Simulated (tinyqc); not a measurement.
Short-channel transistor, virtual-source model with series resistance: one step of the calculation.

The current per gate width is the charge at the top of the source barrier (the virtual source) times its velocity times a saturation function; al and be are fitting constants of the model. Units: I in uA/um, Rs in ohm um, so I Rs = 1e-6 I Rs in volts; Q in uC/cm^2, so I = 1e-4 Q vx0 Fsat with vx0 in cm/s.

Question. What the series resistance costs. Intrinsic voltages Vg' = Vgs - I Rs, Vd' = Vds - 2 I Rs. n = n0 + nd Vd', VT = VT0 - dl Vd', Ff = 1/(1 + exp((Vg' - VT + al Vt/2)/(al Vt))), Q = Cinv n Vt ln(1 + exp((Vg' - VT + al Vt Ff)/(n Vt))), Vdsat = (vx0 L/mu)(1 - Ff) + Vt Ff, Fsat = u/(1 + u^be)^(1/be) with u = Vd'/Vdsat, and I = Q vx0 Fsat per width. I0 is the current for Rs = 0. Effective velocity I/Q; transit time L Q/I.

Values chosen for this exercise:
```
symbol,value,unit,meaning
T,300,K,temperature
Cinv,2.61,uF/cm^2,inversion capacitance
vx0,1.22e7,cm/s,velocity at the virtual source
mu,84,cm^2/(V s),apparent mobility
L,16,nm,channel length
VT0,0.36,V,threshold at zero drain voltage
dl,0.155,V/V,drain-induced barrier lowering
n0,1.28,,subthreshold factor
nd,0,1/V,growth of n with drain voltage
al,3.5,,threshold shift (in units of Vt) from weak to strong inversion
be,2,,sharpness of saturation
Rs,50,ohm um,series resistance of each contact
Vgs,0.6,V,gate voltage
Vds,0.05,V,drain voltage
```

Constants: q = 1.602176634e-19 C, kB = 1.380649e-23 J/K, Vt = kB T/q. Results are converted to the units shown.

converged I = 127.19611 uA/um
I0 = 173.81147 uA/um

Give: loss against I0; effective velocity; transit time.

Answer.

loss against I0 = 26.819 %
effective velocity = 2.0041e6 cm/s
transit time = 0.79836 ps

Computed by the program tinyqc: `OMP_NUM_THREADS=1 python tinyqc.py 2380024 2380025 out.jsonl`, one thread of a shared Intel Xeon 2.30GHz, about 0.03 s for the whole run.
